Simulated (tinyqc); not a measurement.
Which input was changed? Model: charge control and current of a heterostructure field-effect transistor. Computed by tinyqc, a small Python program. Command: `OMP_NUM_THREADS=1 python tinyqc.py 3012966 3012967 out.jsonl hemt which`. One thread of a shared host (Intel(R) Xeon(R) Processor @ 2.30GHz), about 0.07 s of CPU time with the checks.

Two subbands in a triangular well; E_F is counted from the conduction band edge of the channel at the interface.

Inputs (values chosen for the exercise, modelled on AlGaN/GaN):
```
quantity                                  value        unit
channel mass m                              0.2         m_0
permittivity eps (barrier and channel)      9.5           -
barrier thickness d                          16          nm
Schottky barrier phi_B                      1.3          eV
conduction band offset dE_c                0.25          eV
polarisation charge sigma/e             8.9e+12      1/cm^2
gate voltage V_G                              0           V
mobility mu                                1400  cm^2/(V s)
saturation velocity v_s                     1.1    1e7 cm/s
gate length L                               260          nm
source resistance R_S                      0.49      ohm mm
temperature T                               400           K
mixing                                      0.3           -
iteration cap                               200           -
```

Charge source: polarisation. Velocity law: smooth.

Constants: e = 1.602176634e-19 C; eps_0 = 8.8541878128e-12 F/m; k_B = 8.617333262e-05 eV/K; hbar = 1.054571817e-34 J s; m_0 = 9.1093837015e-31 kg; k_B = 1.380649e-23 J/K.

Method:
- Threshold V_T = phi_B - dE_c - sigma d/(eps eps_0) (in volts); C_b = eps eps_0/d.
- Charge control: n_s = C_b (V_G - V_T - E_F/e)/e. Well: mean field F = e n_s/(2 eps eps_0), E_i = (hbar^2/2m)^(1/3) [(3 pi e F/2)(i + 3/4)]^(2/3), i = 0, 1; n_s = D k_B T sum_i ln(1 + exp((E_F - E_i)/k_B T)), D = m/(pi hbar^2), which is solved in closed form for E_F.
- Iteration from n_s = C_b (V_G - V_T)/(2e): E_F from n_s, n_out from the charge control, n_new = n_s + mixing (n_out - n_s), kept above n_s/10; stop when |n_out/n_s - 1| < 1e-9.
- C_g = e dn_s/dV_G = 1/(1/C_b + 1/C_q), 1/C_q = d(E_F/e)/d(e n_s) by a central difference of +/- 0.1 % in n_s; added distance dd = eps eps_0/C_q.
- With V = e n_s/C_g and V_c = v_s L/mu: for v = mu F/(1 + mu F/v_s), V_Dsat = V_c (sqrt(1 + 2V/V_c) - 1) and I/W = C_g v_s (V - V_Dsat); g_m = dI/dV; extrinsic g_m/(1 + g_m R_S); f_T = g_m/(2 pi C_g L).

Task: One of these inputs alone was changed, within the range given: permittivity eps (barrier and channel) (4.75 to 19); Schottky barrier phi_B (0.65 to 2.6); conduction band offset dE_c (0.125 to 0.5); saturation velocity v_s (0.55 to 2.2). Which one, and to what value?

Results:
```
run     saturation current I/W (mA/mm)  sheet density n_s (1/cm^2)  intrinsic f_T (GHz)
before                        510.0960                4.748493e+12             50.99930
after                         662.9638                5.884509e+12             52.51683
```

Result:

Each candidate set to reproduce saturation current I/W, and what it then gives:
```
candidate                               range searched  value needed  sheet density n_s (1/cm^2)  intrinsic f_T (GHz)
permittivity eps (barrier and channel)      4.75 to 19         7.103                  5.6114e+12               54.047
Schottky barrier phi_B (eV)                0.65 to 2.6        0.9110                  5.8845e+12               52.517
conduction band offset dE_c (eV)          0.125 to 0.5  out of reach                           -                    -
saturation velocity v_s (1e7 cm/s)         0.55 to 2.2         1.571                  4.7485e+12               68.614
```

Only Schottky barrier phi_B fits every result: it went from 1.3 to 0.911 eV. The next best candidate, permittivity eps (barrier and channel), misses one result by 4.6 %.

Caution: E_F lies above the conduction band minimum of the barrier, so electrons would spill into the barrier.
